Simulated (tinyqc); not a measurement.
Length of a molecular wire: coherent transport through a tight-binding bridge. Computed by the program tinyqc. T = Gamma_L Gamma_R |G_1n|^2 with the self-energies of semi-infinite chains.

A uniform bridge between two chains:

| parameter | value |
|---|---|
| site energy (eV) | 3.300000 |
| hopping in the bridge (eV) | 0.910000 |
| lead hopping (eV) | 1.510000 |
| couplings (eV) | 0.62, 0.86 |
| E (eV) | 0.340000 |

Transmission against length:

| sites | T | ln T |
|---|---|---|
| 2 | 5.8355e-03 | -5.144 |
| 3 | 6.8820e-04 | -7.281 |
| 4 | 8.1307e-05 | -9.417 |
| 5 | 9.6079e-06 | -11.553 |
| 6 | 1.1354e-06 | -13.689 |
| 7 | 1.3417e-07 | -15.824 |
| 8 | 1.5856e-08 | -17.960 |
| 10 | 2.2142e-10 | -22.231 |

Estimate the missing row, sites = 9.

Computed row:
```
sites           T     ln T
9      1.8737e-09  -20.095
```

E lies outside the band of the bridge (|E - e|/2h = 1.626 > 1), so T decays as exp(-beta n) with beta = 2 arccosh(1.626) = 2.1356 a site; the last two rows give 2.1356.
